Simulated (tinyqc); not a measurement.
Inside a calculation: round or elliptic silicon nanowire with anisotropic valleys (Ritz method). Values are carried at full precision from step to step, so a last printed digit may differ when a step is redone from the rounded ones.

Wire along x = [110] on a (001) wafer, y = [-110], z = [001]. Valley groups (w = inverse masses): A, two valleys along z: w_y = 1/mt, w_z = 1/ml, m_x = mt; B, four valleys in the wafer plane: w_y = (1/ml + 1/mt)/2, w_z = 1/mt, m_x = (ml + mt)/2.

Constants: hbar^2/2m0 = 3.80998211 eV angstrom^2; kB = 8.617333262e-05 eV/K.

Values chosen for the exercise (near those of a Si nanowire; the results hold for these values, not for the real material):

| symbol | value | unit | meaning |
|---|---|---|---|
| ml | 0.921 | m0 | longitudinal mass |
| mt | 0.193 | m0 | transverse mass |
| a | 35 | angstrom | semi-axis along y |
| b | 35 | angstrom | semi-axis along z |
| group | B |  | valley group worked out |
| T | 300 | K | temperature |

## Stretching the ellipse

Scaling y by 1/sqrt(w_y) and z by 1/sqrt(w_z) makes the mass 1 and the semi-axes A = a/sqrt(w_y), B = b/sqrt(w_z). List them with the one-function estimate 3c (1/A^2 + 1/B^2) and the slender limit c (pi/2s)^2 (1 + 2s/(pi l)), s and l the smaller and larger of A, B; c = hbar^2/2m0.

Groups:

| group | g | A | B | axis ratio | one function (eV) | slender limit (eV) |
|---|---|---|---|---|---|---|
| A | 2 | 15.38 | 33.59 | 2.184 | 0.0585 | 0.0513 |
| B | 4 | 19.77 | 15.38 | 1.286 | 0.0776 | 0.0594 |

The one-function value suits axis ratios near 1 and the slender limit ratios well above 2.

## Matrices of three even functions

Hard wall on the ellipse (y/a)^2 + (z/b)^2 = 1, c = hbar^2/2m0. With u = y/a, v = z/b the operator is -c [(w_y/a^2) d2/du2 + (w_z/b^2) d2/dv2] on the unit disc. Basis (1 - u^2 - v^2) u^i v^j; S, X and Y are the disc integrals of f f', (df/du)(df'/du) and (df/dv)(df'/dv), from the integral of u^p v^q = 2 Gamma((p+1)/2) Gamma((q+1)/2)/((p + q + 2) Gamma((p+q+2)/2)) for even p, q; H = c (w_y X/a^2 + w_z Y/b^2).

Basis 1, u^2, v^2 times (1 - u^2 - v^2); form S and H for the chosen group.

S, lower triangle:
```
            1       u^2       v^2
1    1.047198
u^2  0.130900  0.039270
v^2  0.130900  0.013090  0.039270
```

H (meV), lower triangle:
```
           1      u^2      v^2
1    81.2445
u^2  13.5408  10.1808
v^2  13.5408   1.6926  13.5156
```

## Lowest level in this basis

Solve H p = E S p for the wire level; give E, the ratios p2/p1 and p3/p1, and H11/S11.

E = 74.7 meV

ratios: -0.49  -0.32

one function = 77.6 meV

The two added functions lower the level by 2.9 meV (3.8 %), mostly by narrowing the state along u, the direction in which the stretched ellipse is long.

## Subbands

Converged values use 21 functions of each parity class (e or o in u, then in v).

The nine lowest levels of all groups and parity classes.

Subbands:

| group, parity | g | m_x (m0) | E (eV) |
|---|---|---|---|
| A ee | 2 | 0.1930 | 0.0554 |
| B ee | 4 | 0.5570 | 0.0747 |
| A eo | 2 | 0.1930 | 0.0935 |
| A ee | 2 | 0.1930 | 0.1454 |
| B oe | 4 | 0.5570 | 0.1660 |
| A oe | 2 | 0.1930 | 0.1861 |
| A eo | 2 | 0.1930 | 0.2120 |
| B eo | 4 | 0.5570 | 0.2127 |
| A oo | 2 | 0.1930 | 0.2462 |

At 300 K and without degeneracy the populations go as g sqrt(m_x) exp(-E/kB T): among these nine the lowest level holds 34 % and the light transport mass mt 43 % of the electrons.

## Checks

- Circle of radius a with both masses mt against c (2.404826/R)^2/m, eV: both 0.0932.

Run: tinyqc, `OMP_NUM_THREADS=1 python tinyqc.py 1251558 1251559 out.jsonl`; Intel(R) Xeon(R) Processor @ 2.30GHz, one thread, shared host; about 0.04 s of CPU time with all checks.
